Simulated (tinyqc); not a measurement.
Interpolating the pair or each band alone: Wannier functions of a composite (isolated) pair of valence bands (bonds of an sp chain).

Each atom has a hybrid pointing left (<) and right (>). H(k): diagonal +V3 on A, -V3 on B; <A<|A>> = -V1a, <B<|B>> = -V1b, <A>|B<> = -V2, <B>|A<> = -V2p exp(ik); k in 1/a, Bloch sums with exp(ikR). The two lowest bands are filled. Trial functions in cell 0: g1 = cos(c) A> + sin(c) B<, and g2 = sin(c) B> + cos(c) A< of cell 1, whose Bloch vector has cos(c) exp(-ik) on A<. Projection A_mn = <psi_m|g_n>, S = A^+ A, Loewdin U = A S^(-1/2), Bloch-like states w_n = sum_m psi_m U_mn, H_W(k) = U^+ diag(E) U. P = sum_m |psi_m><psi_m| is free of phase choices, and S = g^+ P g, w = P g S^(-1/2).

Inputs chosen for the exercise: V2 = 2.65 eV (coupling in the bond A-B inside the cell); V2p = 3.73 eV (coupling in the bond to the next cell); V1a = 0.71 eV (coupling of the two hybrids on A); V1b = 1.45 eV (the same on B); V3 = 1.36 eV (A at +V3, B at -V3); c = 55 degrees (trial bonds cos(c) on A, sin(c) on B).

Largest error on 25 points from 0 to pi. Pair: diagonalise the Hermitian part of sum_R exp(ikR) H(R) over the N cells nearest the origin, with H(R) the mean of exp(-ikR) H_W(k) on the mesh k = 2 pi j/N. Alone: the cosine series of each sorted band on the same mesh.

Errors (meV):

| N | pair | each band alone |
|---|---|---|
| 3 | 6.12493 | 13.79877 |
| 4 | 0.21128 | 1.05322 |
| 5 | 0.21629 | 1.36285 |
| 6 | 0.00727 | 0.10239 |
| 8 | 0.00029 | 0.01212 |
| 10 | 0.00002 | 0.00137 |
| 14 | 0.00000 | 0.00002 |

smallest spacing of the two filled bands = 1.8498 eV

What does the comparison show, and why?

At N = 6 the pair errs by 0.0073 meV and the single bands by 0.10; at N = 10, 1.7e-05 against 0.0014. Both fall exponentially: the pair at a rate tied to the gap to the empty bands (4.61 eV), the single bands at a slower one tied to their own spacing (1.850 eV at the closest). Not every column falls at every step, since even meshes hold k = pi and odd ones do not.

Run: tinyqc, `OMP_NUM_THREADS=1 python tinyqc.py 1480416 1480417 out.jsonl`; Intel(R) Xeon(R) Processor @ 2.30GHz, one thread, shared host; about 0.3 s of CPU time with all checks.
